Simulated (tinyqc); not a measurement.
Inside a calculation. Model: nudged elastic band on a two-dimensional model surface. Computed by tinyqc, a small Python program that keeps every step. Command: `OMP_NUM_THREADS=1 python tinyqc.py 3031294 3031295 out.jsonl neb walk`. One thread of a shared host (Intel(R) Xeon(R) Processor @ 2.30GHz), about 0.3 s of CPU time with the checks. Intermediate numbers are printed to about 5 digits and carried at full precision; extremes and crossings named in words are read from the listed rows.

V(x, y) = -A (cos kx + cos ky) - B cos kx cos ky + (C sin ky + S sin kx)(1 - cos kx), k = 2 pi/a; the atom hops from the minimum at (0, 0) to that at (a, 0).

Inputs (values chosen for the exercise, for a model surface):

| quantity | value | unit |
|---|---|---|
| amplitude A | 0.3 | eV |
| amplitude B | 0.083 | eV |
| skew C | 0.096 | eV |
| asymmetry S | -0.034 | eV |
| period a | 3.3 | angstrom |
| movable images n | 6 | - |
| spring constant k_s | 0.7 | eV/angstrom^2 |
| step factor eta | 0.0086 | angstrom^2/eV |
| iteration cap | 100 | - |

Surface: adatom on a square lattice. Climbing image: on.

## Stationary points

Newton steps x(new) = x - H^-1 grad V (moves limited to 0.3 angstrom) from (0, 0), (a, 0) and (a/2, 0) give the two minima and the saddle.

positions (angstrom):
```
             x        y
start   0.0000   0.0000
end     3.3000   0.0000
saddle  1.7632  -0.3751
```

energies (eV): start -0.68300, end -0.68300, saddle 0.01771

barrier from the start = 0.70071 eV

## Straight-line start

Images are spaced evenly on the line between the minima.

images at the start (angstrom):
```
              x       y
image 1  0.4714  0.0000
image 2  0.9429  0.0000
image 3  1.4143  0.0000
image 4  1.8857  0.0000
image 5  2.3571  0.0000
image 6  2.8286  0.0000
```

energies above the start (eV): 0.13419  0.42770  0.70003  0.75611  0.50875  0.15421

The highest image lies +0.0554 eV from the true barrier.

## Iteration 1

Tangent at image i: towards the higher neighbour if the energies rise or fall through i; at a maximum or minimum, tau = t+ dmax + t- dmin if V(i+1) > V(i-1), else t+ dmin + t- dmax, with t+ = R(i+1) - R(i), t- = R(i) - R(i-1) and dmax, dmin the larger and smaller of |V(i+1) - V(i)| and |V(i-1) - V(i)|; then normalise. Force F = -grad V + (grad V.tau) tau + k_s (|t+| - |t-|) tau. With a climbing image, the highest image feels instead F = -grad V + 2 (grad V.tau) tau and no spring. Update R(new) = R + eta F; the end points stay fixed.

unit tangents:
```
         x  y
image 1  1  0
image 2  1  0
image 3  1  0
image 4  1  0
image 5  1  0
image 6  1  0
```

forces (eV/angstrom):
```
                x         y
image 1   0.00000  -0.06882
image 2   0.00000  -0.22346
image 3   0.00000  -0.34747
image 4  -0.21771  -0.34747
image 5   0.00000  -0.22346
image 6   0.00000  -0.06882
```

images after iteration 1 (angstrom):
```
              x        y
image 1  0.4714  -0.0006
image 2  0.9429  -0.0019
image 3  1.4143  -0.0030
image 4  1.8838  -0.0030
image 5  2.3571  -0.0019
image 6  2.8286  -0.0006
```

## Iteration 2

The formulas are those given above.

unit tangents:
```
              x        y
image 1  1.0000  -0.0028
image 2  1.0000  -0.0023
image 3  1.0000   0.0000
image 4  1.0000   0.0004
image 5  1.0000   0.0023
image 6  1.0000   0.0028
```

forces (eV/angstrom):
```
                x         y
image 1  -0.00020  -0.06952
image 2  -0.00050  -0.22300
image 3  -0.00131  -0.34502
image 4  -0.21417  -0.34548
image 5  -0.00081  -0.22320
image 6   0.00020  -0.06983
```

images after iteration 2 (angstrom):
```
              x        y
image 1  0.4714  -0.0012
image 2  0.9429  -0.0038
image 3  1.4143  -0.0060
image 4  1.8820  -0.0060
image 5  2.3571  -0.0038
image 6  2.8286  -0.0012
```

## All iterations

Start on the straight line; stop when the largest force is below 1e-4 or above 1e6 eV/angstrom.

Course of the band:

| iteration | highest image (eV) | largest force (eV/angstrom) |
|---|---|---|
| 1 | 0.75611 | 0.41004 |
| 2 | 0.75548 | 0.40648 |
| 3 | 0.75485 | 0.40296 |
| 4 | 0.75422 | 0.39947 |
| 5 | 0.75359 | 0.39601 |
| 6 | 0.75296 | 0.39258 |
| 7 | 0.75234 | 0.38918 |
| 8 | 0.75171 | 0.38581 |
| 9 | 0.75108 | 0.38248 |
| ... | ... | ... |
| 92 | 0.71498 | 0.18461 |
| 93 | 0.71474 | 0.18297 |
| 94 | 0.71450 | 0.18134 |
| 95 | 0.71427 | 0.17973 |
| 96 | 0.71405 | 0.17813 |
| 97 | 0.71382 | 0.17654 |
| 98 | 0.71360 | 0.17497 |
| 99 | 0.71339 | 0.17341 |
| 100 | 0.71317 | 0.17187 |

Band at the end:

| image | x (angstrom) | y (angstrom) | E (eV) |
|---|---|---|---|
| 0 | 0.0000 | 0.00000 | 0.00000 |
| 1 | 0.4652 | -0.06649 | 0.12936 |
| 2 | 0.9297 | -0.15222 | 0.39787 |
| 3 | 1.3873 | -0.20750 | 0.63660 |
| 4 | 1.7919 | -0.21436 | 0.71317 |
| 5 | 2.3412 | -0.15726 | 0.49768 |
| 6 | 2.8303 | -0.07255 | 0.15154 |
| 7 | 3.3000 | 0.00000 | 0.00000 |

energy of the highest image = 0.71317 eV

iterations = 100

largest force at the end = 0.17187 eV/angstrom

Tail of the force series: the residual falls at every step, but slowly, by a factor of about 0.991 a step

Not converged within 100 iterations: the residual falls at every step, but slowly, by a factor of about 0.991 a step.

Reruns converge with step factor eta = 0.21, iteration cap = 600. Reruns still fail with step factor eta = 0.0014, iteration cap = 600; and with iteration cap = 600.
